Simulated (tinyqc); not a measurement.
Koster-Slater impurity in a tight-binding band, by Green functions and by supercells: one step, computed by the program tinyqc.

One orbital per site, e(k) = -2 t sum cos(k_i) over 2 direction(s), band from -4 t to 4 t, lattice constant 1. One site has the extra energy U. Spin is left out.

Question. The level in the supercell. In a periodic cell of N sites along each direction with Bloch vector K, the level solves 1/U = N^-d sum_k 1/(E - e(k)), k_i = (2 pi m_i + K_i)/N, m_i = 0..N-1; the outermost root on the side of U is taken (bisection). d is the number of directions. Gamma means K_i = 0, the zone corner K_i = pi, the quarter point K_i = pi/2. The error is measured against the isolated level E_b.

Inputs (values chosen for the exercise, for a model band): hopping t = 0.53 eV; impurity potential U = 3.66 eV; supercell edge N = 4 sites.

Lattice: square.

level E_b = 3.972875 eV

Give: level at Gamma; level at the corner; level at the quarter point; error at Gamma; width between Gamma and the corner.

Answer.

level at Gamma = 3.981 eV

level at the corner = 3.965 eV

level at the quarter point = 3.973 eV

error at Gamma = 0.007909 eV

width between Gamma and the corner = 0.01561 eV

Images turn the level into a band 0.0156 eV wide; the quarter point misses the isolated level by -6.7e-6 eV, far less than Gamma, because the leading hopping between images averages out there.
